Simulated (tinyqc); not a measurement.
# Worked calculation: one-sided p+-n junction, ionisation integral and breakdown

tinyqc, about 0.05 s, one thread, Intel Xeon 2.30GHz (shared host): `OMP_NUM_THREADS=1 python tinyqc.py 2120041 2120042 out.jsonl` Printed values are rounded.

A p+ layer at x < 0 and an n drift layer from x = 0. Depletion approximation, built-in voltage neglected. Local ionisation coefficients alpha_n = an exp(-(bn/E)^mx), alpha_p = ap exp(-(bp/E)^mx). Electrons move towards +x, holes towards x = 0.

Inputs (values chosen for the exercise); material values close to those of gallium nitride:
```
symbol,value,unit,meaning
eps_r,9.52,,relative permittivity
an,2.96e8,1/cm,prefactor of the electron ionisation coefficient
bn,3.4e7,V/cm,field constant for electrons
ap,1.4e8,1/cm,prefactor of the hole ionisation coefficient
bp,2.05e7,V/cm,field constant for holes
mx,1,,exponent
N,1.3e17,cm^-3,donor density of the drift layer
V,158,V,reverse voltage
fr,0.4,,share of the depleted width that the grid covers
```

Constants: q = 1.602176634e-19 C, eps0 = 8.8541878128e-14 F/cm where lengths are in cm. Results are converted to the units shown.

## Field and ionisation coefficients on a grid

W = sqrt(2 eps0 eps_r V/(q N)), peak field E0 = q N W/(eps0 eps_r), falling linearly to 0 at W. Grid: 11 equal steps from 0 to fr W.

W = 1.13086 um
x, point 0 to 11 (um): [0.000000, 0.041122, 0.082244, 0.123367, 0.164489, 0.205611, 0.246733, 0.287856, 0.328978, 0.370100, 0.411222, 0.452345]
E, point 0 to 11 (kV/cm): [2794.33, 2692.72, 2591.11, 2489.49, 2387.88, 2286.27, 2184.66, 2083.05, 1981.43, 1879.82, 1778.21, 1676.60]
alpha_n, point 0 to 11 (1/cm): [1538.20, 971.867, 592.326, 346.704, 193.893, 102.975, 51.5622, 24.1338, 10.4497, 4.13318, 1.47037, 0.461489]
alpha_p, point 0 to 11 (1/cm): [91205.1, 69149.5, 51301.3, 37143.6, 26163.9, 17864.7, 11772.6, 7448.69, 4496.74, 2570.52, 1378.43, 685.404]

## Ionisation integrals by the trapezoid rule

G(x) = integral from 0 to x of (alpha_n - alpha_p); I_n = integral of alpha_n exp(-G) (electrons injected at x = 0), I_p = integral of alpha_p exp(G(end) - G) (holes injected at the far edge); M = 1/(1 - I). All integrals by the trapezoid rule on the grid.

G, point 0 to 11: [0.00000, -0.32455, -0.56899, -0.74891, -0.87797, -0.96789, -1.02850, -1.06787, -1.09236, -1.10686, -1.11497, -1.11921]
alpha_n exp(-G), point 0 to 11 (1/cm): [1538.20, 1344.48, 1046.33, 733.18, 466.51, 271.07, 144.21, 70.21, 31.15, 12.50, 4.48, 1.41]
I_n = 0.0201250
I_p = 0.673335
M_n = 1.02054
M_p = 3.06124

A grid of 1500 steps over the whole width gives I_n = 0.02004 and I_p = 0.6785; the coarse I_n is 0.44 % above and the coarse I_p 0.76 % below those values. Holes multiply more: on this coarse grid M - 1 is 100 times as large for them.

## Breakdown voltage by secant steps

G(x) = integral from 0 to x of (alpha_n - alpha_p); I_n = integral of alpha_n exp(-G) (electrons injected at x = 0), I_p = integral of alpha_p exp(G(end) - G) (holes injected at the far edge); M = 1/(1 - I). Secant steps on ln I_n(V) = 0 with the integrals on a fine grid (1500 steps), from the points V = 164 and 193 V; stop when the step is below 1e-7 of V.

Course of the iteration:
```
step    V (V)       I_n  change of V (V)
1         193  0.174347             28.0
2     221.045   1.42958            -4.76
3     216.282  0.962964            0.455
4     216.736  0.999239          9.36e-3
5     216.746   1.00000         -2.03e-5
```

Breakdown at 216.75 V, with a peak field of 3273 kV/cm and W = 1.325 um. The integral for holes reaches 1 at the same voltage.
